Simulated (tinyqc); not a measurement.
Hubbard chain of 2 sites, step by step. Computed by tinyqc, a small Python program that keeps every step. Settings: hopping = 1.19, U = 9.7, mixing = 0.2, iteration cap = 74. Command: `OMP_NUM_THREADS=1 python tinyqc.py 28806 28807 out.jsonl` (the two numbers bound the seeds that draw the settings). One thread of a shared host (Intel(R) Xeon(R) Processor @ 2.60GHz), about 0.2 s of CPU time with the checks. Later iterations appear only in the table of the cycle.

## Mean-field iteration 1

one-body matrix (hopping and site energies) (eV):
```
           1          2
1   0.470000  -1.190000
2  -1.190000  -0.530000
```

U = 9.700000 eV

electrons, up and down: 1  1

mixing = 0.200000

n(up) at the start (a guess, not normalised): 1 0.500000, 2 0.500000

n(down) at the start (a guess): 1 0.500000, 2 0.500000

H(up) = T + U n(down), H(down) = T + U n(up); fill the lowest levels; n(new) = n + mixing (n(out) - n); E = tr T (rho up + rho down) + U sum n_up n_down of the output.

levels, up (eV): 3.529225  6.110775

levels, down (eV): 3.529225  6.110775

energy = 2.936198 eV

n(up) after iteration 1: 1 0.461264, 2 0.538736

n(down) after iteration 1: 1 0.461264, 2 0.538736

## Mean-field iteration 2

As before.

levels, up (eV): 3.623530  6.016470

levels, down (eV): 3.623530  6.016470

energy = 2.371326 eV

n(up) after iteration 2: 1 0.458626, 2 0.541374

n(down) after iteration 2: 1 0.458626, 2 0.541374

## Mean-field iteration 3

As before.

levels, up (eV): 3.625916  6.014084

levels, down (eV): 3.625916  6.014084

energy = 2.368623 eV

n(up) after iteration 3: 1 0.458637, 2 0.541363

n(down) after iteration 3: 1 0.458637, 2 0.541363

## Convergence

Each step fills the lowest levels of T + U n(other spin) and sets n(new) = n + mixing (n(out) - n); stop when output and input agree to 1e-8.

Course of the cycle:
```
iteration      E (eV)  largest |n(out) - n(in)|  mean |n_up - n_down|
1          2.93619751                  1.94e-01              0.000000
2          2.37132584                  1.32e-02              0.000000
3          2.36862333                  5.90e-05              0.000000
4          2.36862327                  4.00e-07              0.000000
5          2.36862327                  2.71e-09              0.000000
```

local moments n_up - n_down: 1 0.000000, 2 0.000000

Converged in 5 iterations. But random starts reach -0.35493 eV, so this is another stationary point, not the lowest one. Reruns (cap 100 unless said): mixing 0.5: not converged; mixing 0.9: not converged. Before convergence this energy mixes input and output and is not variational, so it may rise towards its limit.

## The many-body Hamiltonian

Basis: all placements (u, d, 2, 0 on each site), up operators ordered before down ones; hops carry the sign of the same-spin electrons passed.

H (eV), lower triangle:
```
           20         ud         du        02
20  10.640000
ud  -1.190000  -0.060000
du  -1.190000   0.000000  -0.060000
02   0.000000  -1.190000  -1.190000  8.640000
```

## Exact diagonalisation (4 states)

Lowest levels of the sector, and the double occupancy of the lowest state.

lowest levels (eV): -0.617518  -0.060000  8.907149  10.930369

double occupancy per site = 0.026244

The mean-field solution above lies 2.9861 eV above the exact energy.
